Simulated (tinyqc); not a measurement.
Errors against cell size: correction of a charged-defect supercell by a model charge and potential alignment (plane-averaged potentials). Computed by tinyqc, a small Python program. Command: `OMP_NUM_THREADS=1 python tinyqc.py 3113881 3113882 out.jsonl align walk`. One thread of a shared host (Intel(R) Xeon(R) Processor @ 2.30GHz), about 0.01 s of CPU time with the checks.

The "true" defect charge is (1 - x) q in a Gaussian of width sigma plus x q in one of width sigma_t, so the exact answer is known; the correction sees only a single model Gaussian of width sigma_m. A Gaussian of width s has the transform rho(G) = exp(-G^2 s^2/2), normalised to 1. A uniform background cancels q, so G = 0 is left out. Potentials are those felt by a unit positive charge. E_0 is the formation energy of the isolated defect, E_cell its value in the supercell, E_lat = E_iso - E_per of the model charge, C the true less the model potential far from the defect; the exact correction is E_0 - E_cell, and the error of a scheme is E_cell plus its correction less E_0.

Inputs (values chosen for the exercise, with screening close to that of diamond): defect charge q = -2 e; dielectric constant eps = 5.68; edge of the cubic cell L = 13.2 angstrom; width sigma of the true defect charge = 1.3 angstrom; width sigma_m of the model charge = 1 angstrom; share x of the charge in a wide tail = 0; width sigma_t of the tail = 2.6 angstrom.

Constants: e^2/(4 pi eps_0) = 14.39964548 eV angstrom.

Method:
- Periodic energy E_per = (2 pi q^2/(eps L^3)) (e^2/(4 pi eps_0)) sum_(G != 0) rho(G)^2/G^2, G = (2 pi/L)(n1, n2, n3), |n_i| <= 16. Isolated energy: two Gaussians of charges q_a, q_b and widths a, b interact by q_a q_b (e^2/(4 pi eps_0 eps)) sqrt(2/pi)/sqrt(a^2 + b^2), and the self-energy is half the sum over pairs.
- Plane-averaged potential at distance z from the defect: V(z) = (4 pi q/(eps L^3)) (e^2/(4 pi eps_0 e)) sum_(m != 0) rho(G_m) cos(G_m z)/G_m^2, G_m = 2 pi m/L, |m| <= 40.
- Schemes: none; point-charge term alpha q^2 e^2/(4 pi eps_0 eps 2 L), alpha = 2.837297; E_lat of the model; E_lat - q C with C at z = L/2.

Error against E_0 (meV):
```
L (angstrom)     none  point charge  model charge  model and alignment
9.24          -1420.4        136.49        55.727              0.18015
11.20         -1207.8         76.64        31.292              0.00461
13.20         -1043.0         46.82        19.115              0.00007
15.80          -883.2         27.30        11.146              0.00000
19.80          -712.7         13.87         5.664              0.00000
```

What does the comparison show, and why?

Between the last two rows the uncorrected error scales as L^-0.95 and the point-charge remainder as L^-3.00. With alignment the error is +0.2 meV in the smallest cell and 0.00 meV in the largest.

Extremes, crossings and ranges named in words are read from the listed rows.
